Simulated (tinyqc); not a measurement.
Inside a calculation. Model: a spin-degenerate level with charging energy between two leads, rate equations.

tinyqc, about 0.01 s, one thread, Intel Xeon 2.30GHz (shared host): `OMP_NUM_THREADS=1 python tinyqc.py 2780030 2780031 out.jsonl` Printed values are rounded.

States 0, up, down and 2 with energies 0, e1 - Ez/2, e1 + Ez/2 and 2 e1 + U. mu_L = +V/2, mu_R = -V/2 (meV), f(x) = 1/(1 + exp(x/kB T)). A transition that adds one electron of given spin at the energy E has the rate G f(E - mu) from each lead, and its reverse G [1 - f(E - mu)]. I counts electrons leaving the left lead, times q.

Inputs (values chosen for the exercise):
- U = 8.6 meV (charging energy of the second electron)
- e1 = -3.89 meV (level)
- GL = 0.071 1/ns (tunnel rate to the left lead)
- GR = 2.3 1/ns (tunnel rate to the right lead)
- T = 2.9 K (temperature)
- V = 17 mV (bias)
- Ez = 0 meV (Zeeman splitting)
- dt = 0.21 ns (time step)

Constants: q = 1.602176634e-19 C, kB = 1.380649e-23 J/K, Vt = kB T/q. Results are converted to the units shown.

Range of the model: Rate equations need hbar G well below kB T; cotunnelling and the Kondo effect are left out.

## Transition energies and Fermi factors

Transition energies: 0-up e1 - Ez/2, 0-down e1 + Ez/2, up-2 e1 + U + Ez/2, down-2 e1 + U - Ez/2.

```
transition	E (meV)	fL	fR (1e-9)
0-up	-3.89000	1.00000	9.73847
0-down	-3.89000	1.00000	9.73847
up-2	4.71000	1.00000	0.00000
down-2	4.71000	1.00000	0.00000
```

## Rate matrix

dp/dt = W p; W_ji is the rate from state i to j, and each column sums to zero.

W (1/ns):
```
	0	up	down	2
0	-0.14200	2.30000	2.30000	0.00000
up	0.07100	-2.37100	0.00000	2.30000
down	0.07100	0.00000	-2.37100	2.30000
2	0.00000	0.07100	0.07100	-4.60000
```

## Steady state and current

Steady state: W p = 0 with sum p = 1. I = q GL sum over transitions i-j of [fL p_i - (1 - fL) p_j].

p: 0 0.941006, up 0.029048, down 0.029048, 2 0.000897
mean number of electrons = 0.0598904
I = 22.0696 pA

In units of q GL GR/(GL + GR) = 11.0 pA the current is 2.00; two independent spin channels fully inside the bias window would give 2.

## Step 1: time step

p at the start: 0 1, up 0, down 0, 2 0

Explicit Euler step: p(new) = p + dt W p.

p after step 1: 0 0.970180, up 0.014910, down 0.014910, 2 0.000000

## Step 2: time step

As before.

p after step 2: 0 0.955652, up 0.021952, down 0.021952, 2 0.000445

## Relaxation from the empty dot

Stop when no probability changes by more than 1e-8 in a step, or after 400 steps.

Course of the iteration:
```
step	p(0)	p(up)	p(down)	p(2) / 1e-4	largest change
1	0.970180	0.0149100	0.0149100	0.00000	0.0298
2	0.955652	0.0219516	0.0219516	4.44616	0.0145
3	0.948360	0.0254852	0.0254852	6.69712	7.29e-3
4	0.944699	0.0272594	0.0272594	7.82738	3.66e-3
5	0.942860	0.0281502	0.0281502	8.39488	1.84e-3
6	0.941937	0.0285974	0.0285974	8.67981	9.23e-4
7	0.941474	0.0288220	0.0288220	8.82287	4.63e-4
8	0.941241	0.0289348	0.0289348	8.89470	2.33e-4
...	...	...	...	...	...
16	0.941007	0.0290480	0.0290480	8.96684	9.40e-7
17	0.941007	0.0290482	0.0290482	8.96699	4.72e-7
18	0.941007	0.0290484	0.0290484	8.96706	2.37e-7
19	0.941006	0.0290484	0.0290484	8.96710	1.19e-7
20	0.941006	0.0290484	0.0290484	8.96711	5.97e-8
21	0.941006	0.0290485	0.0290485	8.96712	3.00e-8
22	0.941006	0.0290485	0.0290485	8.96713	1.51e-8
23	0.941006	0.0290485	0.0290485	8.96713	7.56e-9
```

The steps settle after 23 steps (4.83 ns) on the steady state above. The decay rates of W are 2.37, 2.37 and 4.74 1/ns; stability needs dt below 2 over the largest, 0.422 ns.
